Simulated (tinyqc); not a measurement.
Dopant redistribution at a moving silicon-oxide interface during parabolic oxidation. Changing the segregation coefficient m = C(silicon)/C(oxide). Computed by tinyqc, a small Python program. Command: `OMP_NUM_THREADS=1 python tinyqc.py 3022214 3022215 out.jsonl segox sweep`. One thread of a shared host (Intel(R) Xeon(R) Processor @ 2.30GHz), about 0.02 s of CPU time with the checks.

Uniformly doped silicon is oxidised with x_ox = sqrt(B t); the interface advances into the silicon by alpha x_ox, alpha = 0.44. The dopant does not move in the oxide, and at the interface C(silicon) = m C(oxide).

Inputs (values chosen for the exercise, modelled on boron in silicon under dry oxygen): dopant prefactor D0 = 0.804 cm^2/s; dopant activation energy E = 3.47 eV; oxidation prefactor B0 = 841 um^2/h; oxidation activation energy E_B = 1.23 eV; bulk doping C_B = 2.3e+15 1/cm^3; temperature T = 1025 C; time t = 6.9 h.

Constants: k_B = 8.617333262e-05 eV/K.

Method:
- D = D0 exp(-E/(k_B T)), converted with 1 cm^2/s = 3.6e11 um^2/h; B = B0 exp(-E_B/(k_B T)); s = alpha sqrt(B/(4 D)), the interface advance over 2 sqrt(D t).
- Temperatures in kelvin are T(C) + 273.15.
- With the dopant diffusivity D and s = alpha x_ox/(2 sqrt(D t)), in the silicon C = C_B + (C_s - C_B) erfc(y/(2 sqrt(D t)))/erfc(s), y from the original surface. Dopant balance at the interface gives C_s/C_B = 1/[1 + (1/(m alpha) - 1) g], g = sqrt(pi) s exp(s^2) erfc(s).
- Consumed silicon held alpha x_ox C_B; the oxide holds x_ox times the dopant concentration in the oxide; the difference is the excess in the silicon; 1 um = 1e-4 cm.

One run for each value; columns: (1) segregation coefficient m = C(silicon)/C(oxide); (2) ratio C_s/C_B; (3) concentration in the oxide (1/cm^3); (4) excess in the silicon (1/cm^2):
```
(1)      (2)         (3)          (4)
0.05  0.0594  2.7338e+15  -5.3729e+10
0.12  0.1354  2.5948e+15  -4.9390e+10
0.63  0.5186  1.8933e+15  -2.7500e+10
1.5   0.8450  1.2957e+15  -8.8529e+09
3.4   1.1338  7.6700e+14   7.6450e+09
7.9   1.3397  3.9005e+14   1.9408e+10
18    1.4515  1.8547e+14   2.5792e+10
43    1.5087  8.0700e+13   2.9061e+10
100   1.5336  3.5272e+13   3.0479e+10
```

Give the missing row, segregation coefficient m = C(silicon)/C(oxide) = 0.27.

Computed row; columns: (1) segregation coefficient m = C(silicon)/C(oxide); (2) ratio C_s/C_B; (3) concentration in the oxide (1/cm^3); (4) excess in the silicon (1/cm^2):
```
(1)      (2)         (3)          (4)
0.27  0.2747  2.3398e+15  -4.1434e+10
```

Interpolating between the two neighbouring rows (the first column on a logarithmic scale, the others too where they are positive) misses most in excess in the silicon (1/cm^2), by 6.6 %. Over the rows, ratio C_s/C_B rises from 0.0594 to 1.53 (exponent d ln y / d ln x 0.94 between the first rows and 0.019 between the last); concentration in the oxide (1/cm^3) falls from 2.73e15 to 3.53e13 (exponent d ln y / d ln x -0.060 between the first rows and -0.98 between the last); excess in the silicon (1/cm^2) rises from -5.37e10 to 3.05e10. At the low end the exponent of ratio C_s/C_B is 0.94, close to 1: here C_s/C_B is close to m alpha/g. At the high end the exponent of ratio C_s/C_B is 0.02, close to 0: almost all dopant is rejected already. The ratio passes 1 and the excess changes sign at m = 1/alpha = 2.27.

Caution (all rows): in this case the oxide is not much thicker than a typical Deal-Grove length A, so real growth is slower than parabolic. Caution (all rows): parabolic growth needs an oxide much thicker than the Deal-Grove length A, which fails for thin films and low temperatures; oxidation-enhanced or retarded diffusion is ignored.
